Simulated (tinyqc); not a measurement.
From Poole-Frenkel current density back to optical permittivity k_o: leakage currents through a thin dielectric. Computed by tinyqc, a small Python program. Command: `OMP_NUM_THREADS=1 python tinyqc.py 3027421 3027422 out.jsonl leak inv`. One thread of a shared host (Intel(R) Xeon(R) Processor @ 2.30GHz), about 0.01 s of CPU time with the checks.

Electrons leave an electrode with Fermi energy E_F above its band bottom; barriers are counted from the Fermi level, and both electrodes are alike.

Inputs (values chosen for the exercise, modelled on Ta2O5):
```
quantity                           value  unit
barrier height phi_B                0.75    eV
tunnelling mass m                   0.34   m_0
static permittivity k               25.5     -
trap depth phi_t                    0.68    eV
Poole-Frenkel prefactor sigma_0  0.00076  S/cm
thickness t                          9.6    nm
voltage V                            2.1     V
temperature T                        300     K
```

Stack: single layer.

Constants: e = 1.602176634e-19 C; eps_0 = 8.8541878128e-12 F/m; k_B = 8.617333262e-05 eV/K; m_0 = 9.1093837015e-31 kg; k_B = 1.380649e-23 J/K; h = 6.62607015e-34 J s.

Method. Field F = V/t; equivalent oxide thickness 3.9 t/k. Schottky emission J = A T^2 exp(-(phi_B - sqrt(e^3 F/(4 pi k_o eps_0)))/k_B T), A = 4 pi e m k_B^2/h^3 with the tunnelling mass; Poole-Frenkel J = sigma_0 F exp(-(phi_t - sqrt(e^3 F/(pi k_o eps_0)))/k_B T); both use the field F of the dielectric.

Problem. A run gave the result below. Find the optical permittivity k_o, known to lie between 3.8 and 6.

Poole-Frenkel current density = 3.128238 A/cm^2

Solution.

Each step takes the trial c = (a f_b - b f_a)/(f_b - f_a), f being the result less the target and a, b, c the logarithms of the listed values; c replaces end b, the old b replaces a if the sign of f changed, and otherwise f_a is halved.

Scan of the range:
```
optical permittivity k_o  Poole-Frenkel current density (A/cm^2)
3.80                                                     29.5560
4.10                                                     12.8831
4.42                                                      5.8422
4.77                                                      2.6992
5.15                                                      1.2782
5.56                                                      0.6228
6.00                                                      0.3130
```

False position (Illinois rule, in the logarithm of the input) inside the bracket:
```
step    end a    end b    trial  Poole-Frenkel current density (A/cm^2)
1     4.42000  4.77000  4.72064                                 2.99408
2     4.42000  4.72064  4.69277                                 3.17683
3     4.72064  4.69277  4.70017                                 3.12712
4     4.69277  4.70017  4.70000                                 3.12823
5     4.69277  4.70000  4.70000                                 3.12825
6     4.70000  4.70000  4.70000                                 3.12824
```

Poole-Frenkel current density falls at every point of a 13-point scan of the range (every second point is shown), so one value fits; it is bracketed by 4.42 and 4.77. Answer: optical permittivity k_o = 4.700.
